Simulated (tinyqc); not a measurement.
Input admittance of a MOSFET at zero drain bias: distributed channel and distributed gate: one step of the calculation.

Source and drain grounded, strong inversion, w = 2 pi f, Cox = eps0 eox/tox. The channel is an RC line of resistance 1/(mu Cox Vo) per square fed from both ends, so one finger has the intrinsic admittance y = i w Cox L tanh(g)/g per width, g = (1/2) sqrt(i w tau), tau = L^2/(mu Vo). The vertical resistance rv/L is in series with y, the overlaps 2 i w Cov in parallel: y_t = 1/(1/y + rv/L) + 2 i w Cov. The gate strip is a line of Rsh/L per length loaded by y_t, so a finger has Y = y_t Wf tanh(k)/k, k = (Wf/sd) sqrt(y_t Rsh/L); the device has Nf Y.

Task. Input impedance of the device. k and Y as defined; Z = 1/(Nf Y) = R + 1/(i w C); Q = |Im Z|/R; signal at the point farthest from a contact |1/cosh k|.

Inputs (values chosen for the exercise); values of the order met in silicon radio-frequency transistors:
- L = 0.94 um (channel length)
- Wf = 15 um (finger width)
- Nf = 32 (number of fingers)
- Rsh = 4.2 ohm/square (sheet resistance of the gate)
- sd = 2 (number of ends at which a finger is contacted)
- f = 2.2 GHz (frequency)

y_t = 8.59136+149.83526i uS/um

Give: k; Nf Y; R; C; Q; signal at the far point.

Result.

k = 0.14121+0.13334i
Nf Y = 5.021+71.804i mS
R = 0.96914 ohm
C = 5219.9 fF
Q = 14.300
signal at the far point = 0.99880

Program tinyqc, `OMP_NUM_THREADS=1 python tinyqc.py 2262164 2262165 out.jsonl`; Intel Xeon 2.30GHz, shared host, one thread, about 0.01 s.
